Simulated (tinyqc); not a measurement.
Thermodynamics of metal silicides: hull, first phase, silicon consumed, nucleation and stability against SiO2. From overall Si fraction x0 back to silicon available t_Si. Computed by tinyqc, a small Python program. Command: `OMP_NUM_THREADS=1 python tinyqc.py 3014944 3014945 out.jsonl silphase inv`. One thread of a shared host (Intel(R) Xeon(R) Processor @ 2.30GHz), about 0.01 s of CPU time with the checks.

Entropies of formation of the solids are neglected, so heats stand for free energies. Si fractions: M2Si 0.3333, MSi 0.5000, MSi2 0.6667.

Inputs (values chosen for the exercise, for a model metal): heat of formation of M2Si = -40.9 kJ/mol atoms; heat of formation of MSi = -62.8 kJ/mol atoms; heat of formation of MSi2 = -21.7 kJ/mol atoms; molar volume of M = 9.09 cm^3/mol; molar volume of Si = 12.06 cm^3/mol; metal thickness t = 39 nm.

Phases: M2Si, MSi, MSi2.

Method. A phase is stable if it lies below every straight line between a phase on its left and one on its right (M and Si at zero). Distance = its heat less the lowest such line, negative for a stable phase. Overall Si fraction x0 = (t_Si/V_Si)/(t_Si/V_Si + t/V_M). In equilibrium the two stable phases that bracket x0 share the atoms by the lever rule.

Problem. A run gave the result below. Find the silicon available t_Si, known to lie between 18 and 65 nm.

overall Si fraction x0 = 0.4089439

Solution.

Each step takes the trial c = (a f_b - b f_a)/(f_b - f_a), f being the result less the target and a, b, c the logarithms of the listed values; c replaces end b, the old b replaces a if the sign of f changed, and otherwise f_a is halved.

Scan of the range:
```
silicon available t_Si (nm)  overall Si fraction x0
18.0                                       0.258092
22.3                                       0.301178
27.6                                       0.347859
34.2                                       0.397940
42.4                                       0.450381
52.5                                       0.503633
65.0                                       0.556781
```

False position (Illinois rule, in the logarithm of the input) inside the bracket:
```
step    end a    end b    trial  overall Si fraction x0
1     34.2000  42.4000  35.7777                0.408793
2     42.4000  35.7777  35.7997                0.408942
3     42.4000  35.7997  35.8003                0.408946
4     35.7997  35.8003  35.8000                0.408944
```

Overall Si fraction x0 rises at every point of a 13-point scan of the range (every second point is shown), so one value fits; it is bracketed by 34.2 and 42.4. Answer: silicon available t_Si = 35.80 nm.
